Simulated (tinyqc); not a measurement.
From results back to parameters: defect, radiative and Auger recombination at equal electron and hole densities (ABC model). Four cases, with inputs chosen for the exercise.

Problem. The peak efficiency, the current at the peak and the differential lifetime there, tau_p = 1/(Ae + 2 B n_p + 3 C n_p^2), are given; Ae, B and C are hidden. n_p = sqrt(Ae/C), Q = B/sqrt(Ae C), IQE_max = Q/(Q + 2).

J/(e d) = Ae n + B n^2 + C n^3 with Ae = A + 4 S/w (four side walls, carriers spread evenly), e = 1.602176634e-19 C, lengths in cm; internal efficiency IQE = B n^2/(Ae n + B n^2 + C n^3); all injected carriers recombine in the layer.

Case 1.

Values chosen (out of a larger set: orders of magnitude like those quoted for GaAs; not measured data): d = 87 nm (active thickness).

IQE_max = 0.941477
J at the peak = 67.5899 A/cm^2
tau_p = 6.96705 ns

Case 2.

Values chosen (out of a larger set: orders of magnitude like those quoted for Si; not measured data): d = 260000 nm (active thickness).

IQE_max = 0.0122451
J at the peak = 40.1190 A/cm^2
tau_p = 9145.88 ns

Case 3.

Values chosen (out of a larger set: orders of magnitude like those quoted for Si; not measured data): d = 110000 nm (active thickness).

IQE_max = 0.0111775
J at the peak = 5.67622 A/cm^2
tau_p = 13733.6 ns

Case 4.

Values chosen (out of a larger set: orders of magnitude like those quoted for Si; not measured data): d = 140000 nm (active thickness).

IQE_max = 0.0385861
J at the peak = 1.86442 A/cm^2
tau_p = 42920.3 ns

Find: Q; Ae; n_p; B; C.

Solution. Q = 2 IQE/(1 - IQE). At the peak B n = Q Ae and C n^2 = Ae, so 1/tau_p = Ae (4 + 2Q) and J = e d Ae n_p (2 + Q); B and C follow.

Case 1.

Q = 32.2
Ae = 2.10e+06 1/s
n_p = 6.76e+17 1/cm^3
B = 1.0e-10 cm^3/s
C = 4.6e-30 cm^6/s

Case 2.

Q = 0.0248
Ae = 2.70e+04 1/s
n_p = 1.76e+17 1/cm^3
B = 3.8e-15 cm^3/s
C = 8.7e-31 cm^6/s

Case 3.

Q = 0.0226
Ae = 1.80e+04 1/s
n_p = 8.85e+16 1/cm^3
B = 4.6e-15 cm^3/s
C = 2.3e-30 cm^6/s

Case 4.

Q = 0.0803
Ae = 5.60e+03 1/s
n_p = 7.14e+16 1/cm^3
B = 6.3e-15 cm^3/s
C = 1.1e-30 cm^6/s

Computed by tinyqc, one run a case: `OMP_NUM_THREADS=1 python tinyqc.py N N+1 out.jsonl` with N = 1652113, 1652139, 1652229, 1652339; one thread of a shared Intel(R) Xeon(R) Processor @ 2.30GHz, about 0.01 s a run at most.
